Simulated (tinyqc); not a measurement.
# Capillary instabilities by surface diffusion: grooving and agglomeration of films, edge retraction, wire break-up and smoothing of roughness, step by step

A worked calculation. Computed by tinyqc, a small Python program that keeps every step. Command: `OMP_NUM_THREADS=1 python tinyqc.py 3027362 3027363 out.jsonl dewet walk`. One thread of a shared host (Intel(R) Xeon(R) Processor @ 2.30GHz), about 0.01 s of CPU time with the checks. Intermediate numbers are printed to about 6 digits and carried at full precision; extremes and crossings named in words are read from the listed rows.

Isotropic surface energy; shapes change by surface diffusion alone.

Inputs (values chosen for the exercise, of the order of those of silicon on oxide):

| quantity | value | unit |
|---|---|---|
| surface energy gamma_s | 1.44 | J/m^2 |
| grain-boundary energy gamma_b | 0.39 | J/m^2 |
| interface energy gamma_i | 0.96 | J/m^2 |
| contact angle on the substrate theta | 100 | degrees |
| atomic volume Omega | 20 | angstrom^3 |
| surface sites nu | 9.8 | 1/nm^2 |
| prefactor D0 | 0.00017 | m^2/s |
| activation energy Q | 2.41 | eV |
| temperature T | 1258 | K |
| time t | 29 | s |
| film thickness h | 11 | nm |
| grain radius R | 130 | nm |
| wire radius r | 2.7 | nm |
| initial ripple over radius | 0.05 | - |
| roughness wavelength lambda | 31 | nm |

Grooves: at the surface and the interface.

Constants: k_B = 8.617333262e-05 eV/K; k_B = 1.380649e-23 J/K.

## The Mullins constant

B = D_s nu gamma_s Omega^2/(k_B T), D_s = D0 exp(-Q/(k_B T)).

D_s = 3.76312e-14 m^2/s

B = 12230.2 nm^4/s

length (B t)^(1/4) = 24.4038 nm

Lengths grow as t^(1/4): doubling one takes 16 times as long, or roughly 190 K more.

## Will grooves cut through?

Groove angle beta: sin(beta) = gamma_b/(2 gamma). For circular grains of radius R with spherical caps the groove ends (measured from the mean surface) at the depth R g(beta), g = (2 - 3 cos beta + cos^3 beta)/(3 sin^3 beta). The film parts if R [g(beta_s) + g(beta_i)] > h.

beta_s = 7.78271 degrees

beta_i = 11.7198 degrees

sum of g = 0.0855596

critical R/h = 11.6878

final depth over h = 1.01116

Given enough time, the grooves reach through: holes open at boundaries and, earlier, at triple junctions.

## Groove growth in time

Mullins' isolated groove: depth below the flat surface d = 0.780 m (B t)^(1/4), m = tan(beta_s), width between the ridges 4.6 (B t)^(1/4); time to reach h: (h/(0.780 m))^4/B.

groove depth = 2.60162 nm

groove width = 112.258 nm

time to reach the substrate = 9268.20 s

Caution: the grains are too small for the surface groove ever to reach the depth h.

## Retraction of a straight edge

A rim shaped as a circular segment with contact angle theta holds the area h x; its radius r obeys r^2 (theta - sin theta cos theta) = h x. To advance, the edge must carry a strip of the rim height H = r (1 - cos theta) over the rim, driven by the curvature 1/r over the distance r theta (the scaling argument of Brandon and Bradshaw): H dx/dt = B/(theta r^2) gives x^(5/2) = (5/2) B t c^(3/2)/(theta (1 - cos theta) h^(3/2)), c = theta - sin theta cos theta.

retraction x = 62.9782 nm

rim height H = 22.3148 nm

present speed = 0.868664 nm/s

The rim is 2.0 times the film thickness. x goes as t^(2/5) h^(-3/5): thin films retract faster.

## Break-up of a free wire

A wire with r + A cos(k z) has dA/dt = (B/r^4) (kr)^2 [1 - (kr)^2] A: unstable for wavelengths above 2 pi r, fastest at kr = 1/sqrt 2 with the rate B/(4 r^4); break-up time about (4 r^4/B) ln(r/A0); each wavelength makes a sphere of radius (3 r^2 lambda_m/4)^(1/3).

fastest wavelength = 23.9916 nm

break-up time = 0.0520697 s

radius of the spheres = 5.08100 nm

t over the break-up time = 556.945

The wire breaks up within t. Caution: faceting can stabilise wires along low-index directions.

## Smoothing against break-up

Roughness of wavelength lambda on a flat face decays as exp[-B (2 pi/lambda)^4 t]; the smoothing time is that for a factor e^3.

Times (s); the last column is (h/(0.780 tan beta_s))^4/B:

| T (K) | B (nm^4/s) | smoothing | wire break-up | groove to depth h |
|---|---|---|---|---|
| 1069 | 2.82580e+02 | 6.29081e+00 | 2.25360e+00 | 4.01131e+05 |
| 1132 | 1.14447e+03 | 1.55326e+00 | 5.56434e-01 | 9.90429e+04 |
| 1195 | 3.98788e+03 | 4.45765e-01 | 1.59689e-01 | 2.84240e+04 |
| 1258 | 1.22302e+04 | 1.45350e-01 | 5.20697e-02 | 9.26820e+03 |
| 1321 | 3.36251e+04 | 5.28670e-02 | 1.89389e-02 | 3.37104e+03 |
| 1384 | 8.41325e+04 | 2.11293e-02 | 7.56927e-03 | 1.34730e+03 |
| 1510 | 4.16311e+05 | 4.27003e-03 | 1.52968e-03 | 2.72277e+02 |

All times share 1/B, so their ratios do not depend on T: break-up over smoothing is 0.36. The wire breaks before this roughness is smoothed, at any temperature. Smoothing is safe for lambda well below 2 pi r, above which a ripple along the wire grows instead. B spans 3.2 decades over these rows.

Checks made by the program: g against the volume of a spherical cap (relative difference below 1e-10).
